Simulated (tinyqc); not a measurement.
Bandgap voltage reference from two bipolar transistors: two steps of the calculation.

Two transistors of area 1 and N carry the same current I. Is(T) = Is (T/T0)^eta exp[(Vg0 q/kB)(1/T0 - 1/T)], VBE1 = Vt ln(I/Is(T)) + I rb, VBE2 = Vt ln(I/(N Is(T))) + I rb/N. The amplifier forces I R1(T) = VBE1 - VBE2 + Vos, with R(T) = R (1 + tc (T - T0)) for both resistors, and the output is Vref = VBE1 + I R2(T). Base currents and the Early effect are neglected.

Inputs (values chosen for the exercise); values of the order met in silicon bipolar transistors:
```
symbol,value,unit,meaning
T0,300,K,reference temperature
Vg0,1.192,V,band-gap voltage extrapolated to 0 K
eta,4.3,,temperature exponent of the saturation current
Is,6.9e-16,A,saturation current of the unit transistor at T0
N,8,,area ratio of the second transistor
R1,18,kohm,"resistor across which the difference of VBE falls, at T0"
tc,0,ppm/K,temperature coefficient of both resistors
Vos,0,mV,offset of the amplifier
rb,91,ohm,series resistance of the unit transistor
R2,230.9,kohm,output resistor at T0
```

Constants: q = 1.602176634e-19 C, kB = 1.380649e-23 J/K. Results are converted to the units shown.

Problem 1. Operating point at the reference temperature. Vt = kB T/q; I = (Vt ln N + Vos)/(R1(T) - rb (1 - 1/N)). Evaluate at T = T0.

Wanted: Vt; I; Is(T); VBE1; I R2; Vref.

Solution 1.

Vt = 0.025852 V
I = 2.9998 uA
Is(T) = 6.9000e-16 A
VBE1 = 0.57400 V
I R2 = 0.69266 V
Vref = 1.2667 V

Problem 2. Resistor for zero slope at T0, ideal case. With tc = 0, Vos = 0 and rb = 0 the current is proportional to T, dVBE/dT = (VBE - Vg0 - (eta - 1) Vt)/T, and Vref has zero slope at T0 when Vref = Vg0 + (eta - 1) Vt0. Find VBE1, its slope, that Vref, R2/R1 and the curvature d2Vref/dT2 = -(eta - 1) kB/(q T0).

Find: VBE1; dVBE/dT; Vref; R2/R1; curvature.

Solution 2.

VBE1 = 0.57362 V
dVBE/dT = -2.3457 mV/K
Vref = 1.2773 V
R2/R1 = 13.090
curvature = -0.94791 uV/K^2

Computed by the program tinyqc: `OMP_NUM_THREADS=1 python tinyqc.py 2062025 2062026 out.jsonl`, one thread of a shared Intel Xeon 2.30GHz, about 0.02 s for the whole run.
